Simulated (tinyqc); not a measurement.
Sublattice potential against complex hopping: Haldane model. Computed by the program tinyqc. 

Honeycomb lattice:
```
parameter      value
t1 (eV)     1.080000
t2 (eV)     0.170000
phi (rad)  -0.880000
```

H_AA = delta - 2 t2 sum cos(k.b + phi), H_BB = -delta - 2 t2 sum cos(k.b - phi), H_AB = -t1 (1 + exp(-i k.a1) + exp(-i k.a2)), b = a1, a2 - a1, -a2, m = 3 sqrt3 t2 sin(phi); the sign of the Chern number follows the orientation k1 then k2.

Gaps at the two valleys (eV) and Chern number of the lower band (12 x 12 mesh):
```
delta   gap 2|delta - m|  gap 2|delta + m|  Chern number
-1.225             1.088             3.812             0
-0.885             0.408             3.132             0
-0.408             0.546             2.178             1
0.000              1.362             1.362             1
0.272              1.906             0.818             1
0.511              2.384             0.340             1
0.851              3.064             0.340             0
1.362              4.086             1.362             0
```

Here |m| = 0.6808 eV. For |delta| < |m| the two valleys have masses of opposite sign and the Chern number is +/-1; one gap closes at |delta| = |m|, and beyond it the band is trivial.
